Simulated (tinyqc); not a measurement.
Reverse leakage of an n+-p junction: diffusion, generation, trap-assisted and band-to-band tunnelling: one step of the calculation.

One-sided abrupt junction in the depletion approximation, x from the junction (0) to W on the p side, field F = F0 (1 - x/W). Flat quasi-Fermi levels, long p side. Traps generate through SRH with both lifetimes shortened by 1 + Gamma (Hurkx enhancement, form for moderate fields); band-to-band generation is local and needs a total bending above Eg.

Task. Generation rates across the layer. u = (Vbi + VR)(1 - x/W)^2, p = Na exp(-u/Vt), n = Nd exp((u - Vbi - VR)/Vt); G0 = ni^2 (1 - exp(-VR/Vt))/(tau (n + p + 2 ni cosh(Et/Vt))); Gamma = 2 sqrt(3 pi)(F/FG) exp((F/FG)^2); trap-assisted part G0 Gamma; G_bb = Ab F^2.5 exp(-Bb/F) with F in V/cm, zero unless Vbi + VR > Eg, and counted as zero under 1 cm^-3 s^-1. 15 equal steps.

Inputs (values chosen for the exercise); band and dielectric values close to those of silicon:
- T = 358 K (temperature)
- Eg = 1.13 eV (band gap)
- Na = 3.2e17 cm^-3 (acceptor density of the lighter side)
- Nd = 1e19 cm^-3 (donor density of the heavier side)
- tau = 5e-8 s (SRH lifetime of both carriers at zero field)
- Et = 0 eV (trap level above the intrinsic level)
- Ab = 5.7e14 cm^-0.5 V^-2.5 s^-1 (band-to-band prefactor)
- Bb = 1.84e7 V/cm (band-to-band field constant)
- VR = 2.6 V (reverse bias)

Constants: q = 1.602176634e-19 C, kB = 1.380649e-23 J/K, Vt = kB T/q. Results are converted to the units shown.

ni = 3.9589745e11 cm^-3
Vbi = 0.94547305 V
W = 120.20908 nm
F0 = 589.88440 kV/cm
FG = 461.18688 kV/cm

Give: x; F; Gamma; G0; G0 Gamma; G_bb.

Result.

| point | x (nm) | F (kV/cm) | Gamma | G0 (cm^-3 s^-1) | G0 Gamma (cm^-3 s^-1) | G_bb (1e15 cm^-3 s^-1) |
|---|---|---|---|---|---|---|
| 0 | 0.00 | 589.88 | 40.323 | 3.1347e11 | 1.2640e13 | 4.3255 |
| 1 | 8.01 | 550.56 | 30.480 | 6.9955e17 | 2.1322e19 | 0.3922 |
| 2 | 16.03 | 511.23 | 23.258 | 3.9590e18 | 9.2077e19 | 0.0249 |
| 3 | 24.04 | 471.91 | 17.901 | 3.9590e18 | 7.0868e19 | 0.0010 |
| 4 | 32.06 | 432.58 | 13.882 | 3.9590e18 | 5.4958e19 | 0.0000 |
| 5 | 40.07 | 393.26 | 10.833 | 3.9590e18 | 4.2887e19 | 0.0000 |
| 6 | 48.08 | 353.93 | 8.4915 | 3.9590e18 | 3.3618e19 | 0.0000 |
| 7 | 56.10 | 314.61 | 6.6704 | 3.9590e18 | 2.6408e19 | 0.0000 |
| 8 | 64.11 | 275.28 | 5.2335 | 3.9590e18 | 2.0719e19 | 0.0000 |
| 9 | 72.13 | 235.95 | 4.0813 | 3.9425e18 | 1.6090e19 | 0.0000 |
| 10 | 80.14 | 196.63 | 3.1396 | 1.8412e18 | 5.7806e18 | 0.0000 |
| 11 | 88.15 | 157.30 | 2.3526 | 3.4398e16 | 8.0925e16 | 0.0000 |
| 12 | 96.17 | 117.98 | 1.6769 | 9.7142e14 | 1.6290e15 | 0.0000 |
| 13 | 104.18 | 78.65 | 1.0780 | 7.5571e13 | 8.1467e13 | 0.0000 |
| 14 | 112.20 | 39.33 | 0.52738 | 1.6326e13 | 8.6098e12 | 0.0000 |
| 15 | 120.21 | 0.00 | 0 | 9.7959e12 | 0 | 0.0000 |

Program tinyqc, `OMP_NUM_THREADS=1 python tinyqc.py 2290171 2290172 out.jsonl`; Intel Xeon 2.30GHz, shared host, one thread, about 0.01 s.
